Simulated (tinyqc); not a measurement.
Inside a calculation: Franz-Keldysh effect at a direct gap. Values are carried at full precision from step to step, so a last printed digit may differ when a step is redone from the rounded ones.

Parabolic bands, vertical transitions, no excitons. For each hole band j: mr = me mj/(me + mj); joint density of states J_j(E) = (mr/c)^(3/2) sqrt(E - Eg)/(2 pi^2), both spins, c = hbar^2/2m0; averaged matrix element |e.p|^2 = m0 Ep/6; alpha_j(E) = 4 pi^2 alpha_f c Ep J_j/(3 nr E) in 1/angstrom (alpha_f the fine-structure constant, listed as alpha among the constants), times 1e8 for 1/cm.

In a field Fd (1 kV/cm = 1e-5 V/angstrom) the electro-optic energy of band j is th = (c (e Fd)^2/mr)^(1/3), and sqrt(E - Eg) in J_j is replaced by pi sqrt(th) [Ai'(b)^2 - b Ai(b)^2] with b = (Eg - E)/th; Ai is the Airy function.

Constants: hbar^2/2m0 = 3.80998211 eV angstrom^2; fine-structure constant alpha = 0.007297352564.

Inputs chosen for the exercise (near those of GaAs; the results hold for these values, not for the real material): Eg = 1.428 eV (direct gap); me = 0.0669 m0 (electron mass); mhh = 0.514 m0 (heavy-hole mass); mlh = 0.0815 m0 (light-hole mass); Ep = 26.1 eV (Kane energy); nr = 3.56 (refractive index); Fd = 28 kV/cm (uniform field); E = 1.46 eV (photon energy); L = 240 micrometre (length of a waveguide).

## Electro-optic energy and length

For each hole band give mr, th and the length th/(e Fd).

Scales:
```
hole   mr (m0)  th (meV)  length (angstrom)
heavy  0.05920    17.152               61.3
light  0.03674    20.108               71.8
```

The light-hole pair has th larger by a factor 1.172, the cube root of the ratio of reduced masses.

## Airy factors at E

Ai is the Airy function, th the electro-optic energy of each hole band from the table (its other columns are not needed here), b = (Eg - E)/th with th in eV; the factor takes the place of sqrt(E - Eg) in the joint density of states.

Form b, Ai(b), Ai'(b) and the factor pi sqrt(th) [Ai'^2 - b Ai^2] for each band, beside sqrt(E - Eg) (zero below the gap).

Factors:
```
hole         b   Ai(b)  Ai'(b)  factor (eV^(1/2))  without field
heavy  -1.8657  0.3060  0.5489             0.1958         0.1789
light  -1.5914  0.4331  0.3726             0.1948         0.1789
```

## Absorption with and without the field

Put the factors in place of sqrt(E - Eg) in alpha_j and add the bands; a waveguide of length L changes its transmission by 4.343 (alpha(F) - alpha(0)) L dB.

alpha_j in the field (1/cm): heavy 3.53e+03, light 1.72e+03

alpha(F) = 5.25e+03 1/cm
alpha(0) = 4801 1/cm
change of loss = 46.5 dB

Without the field the loss over L is 500 dB, so this energy is of no use for a modulator. Above the gap the field raises the absorption at this energy; the sign alternates with energy (Franz-Keldysh oscillations). Excitons, which add a sharp peak at low field, are left out.

## Checks

- Airy factor at b = -40 against the zero-field limit sqrt(-b): 6.33 against 6.32.

Computed by tinyqc, a small Python program: `OMP_NUM_THREADS=1 python tinyqc.py 1682592 1682593 out.jsonl` (the numbers bound the seed that draws the inputs); one thread of a shared host (Intel(R) Xeon(R) Processor @ 2.30GHz), about 0.01 s for the whole set of steps.
